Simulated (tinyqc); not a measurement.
Deep trap from a strong local potential in a two-band host (Koster-Slater model with semi-elliptic bands): one step, computed by the program tinyqc.

The valence band spans -2 W_v to 0 and the conduction band E_g to E_g + 2 W_c. The orbital at the impurity site has weight f_v in the valence band and 1 - f_v in the conduction band, each spread as a semi-ellipse (2/(pi W^2)) sqrt(W^2 - x^2) about the band centre. The impurity adds U to this orbital. Spin is left out.

Question. The same problem as a small matrix. Each band is replaced by n levels e_k = centre + W cos(k pi/(n + 1)) with weights w_k = f (2/(n + 1)) sin^2(k pi/(n + 1)), k = 1..n (valence first); H_kl = e_k delta_kl + U sqrt(w_k w_l).

Inputs (values chosen for the exercise, with a gap close to that of CdTe):

| quantity | value | unit |
|---|---|---|
| gap E_g | 1.56 | eV |
| half-width of the valence band W_v | 5 | eV |
| half-width of the conduction band W_c | 2.3 | eV |
| valence weight f_v of the site orbital | 0.5 | - |
| impurity potential U | -16.2 | eV |
| levels per band n | 3 | - |

Impurity: attractive, donor-like.

Give: host levels e_k; weights w_k; H.

Answer.

host levels e_k (eV): -1.464  -5.000  -8.536  5.486  3.860  2.234

weights w_k: 0.125  0.250  0.125  0.125  0.250  0.125

H (eV), lower triangle (symmetric):
```
       1      2       3      4      5     6
1  -3.49
2  -2.86  -9.05
3  -2.02  -2.86  -10.56
4  -2.02  -2.86   -2.02   3.46
5  -2.86  -4.05   -2.86  -2.86  -0.19
6  -2.02  -2.86   -2.02  -2.02  -2.86  0.21
```
